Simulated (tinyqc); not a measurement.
Worked calculation: two-valley model of the transferred-electron effect. Computed by tinyqc, a small Python program that keeps every step. Command: `OMP_NUM_THREADS=1 python tinyqc.py 3024336 3024337 out.jsonl gunn walk`. One thread of a shared host (Intel(R) Xeon(R) Processor @ 2.30GHz), about 0.01 s of CPU time with the checks. Intermediate numbers are printed to about 6 digits and carried at full precision; extremes and crossings named in words are read from the listed rows.

Both kinds of valley share one electron temperature T_e, and each has a constant mobility.

Inputs (values chosen for the exercise, modelled on In0.53Ga0.47As): central-valley mass m1 = 0.042 m_0; satellite-valley mass m2 = 0.25 m_0; satellite valleys Z = 4; valley separation dE = 0.58 eV; central-valley mobility mu1 = 10000 cm^2/(V s); satellite-valley mobility mu2 = 210 cm^2/(V s); energy relaxation time tau_E = 1.5 ps; lattice temperature T = 150 K; electric field F = 10 kV/cm; mixing = 1; iteration cap = 50.

Solver: damped fixed point.

Constants: k_B = 8.617333262e-05 eV/K.

## Equilibrium

Density-of-states ratio R = Z (m2/m1)^(3/2); n2/n1 = R exp(-dE/(k_B T_e)); mean mobility mu = (mu1 + mu2 n2/n1)/(1 + n2/n1); energy balance e mu F^2 = (3/2) k_B (T_e - T)/tau_E; v = mu F.

R = 58.0893

n2/n1 without field = 1.89214e-18

low-field mobility = 10000 cm^2/(V s)

dE is 44.9 k_B T, so the satellites are empty without field.

## First two iterations

Fixed point from T_e = T: T_out = T + (2/3) e mu(T_e) F^2 tau_E/k_B, T_new = T_e + mixing (T_out - T_e); stop when |T_out - T_e| is below 1e-6 K.

T_out of iteration 1 = 11754.5 K

T_e after iteration 1 = 11754.5 K

mu at that T_e = 499.939 cm^2/(V s)

T_e after iteration 2 = 730.155 K

## Electron temperature

The formulas are those given above.

Course of the iteration:
```
iteration  T_e (K)  mu (cm^2/(V s))  |T_out - T_e| (K)
1            150.0          10000.0            11604.5
2          11754.5            499.9            11024.4
3            730.2           9943.9            10959.3
4          11689.4            500.8            10958.2
5            731.2           9943.2            10957.4
6          11688.6            500.8            10957.3
7            731.2           9943.1            10957.3
...            ...              ...                ...
44         11688.5            500.8            10957.3
45           731.2           9943.1            10957.3
46         11688.5            500.8            10957.3
47           731.2           9943.1            10957.3
48         11688.5            500.8            10957.3
49           731.2           9943.1            10957.3
50         11688.5            500.8            10957.3
```

electron temperature T_e = 731.212 K

Not converged within 50 iterations: the residual has stopped falling and repeats with period one or two: the iteration swings between two states. T_e jumps up and down: T_out falls steeply as T_e rises, since hot electrons move to the slow valleys, and this mixing overshoots.

Reruns converge with mixing = 0.1, iteration cap = 600; or with mixing = 0.03, iteration cap = 600; or with solver = bisection, iteration cap = 600.
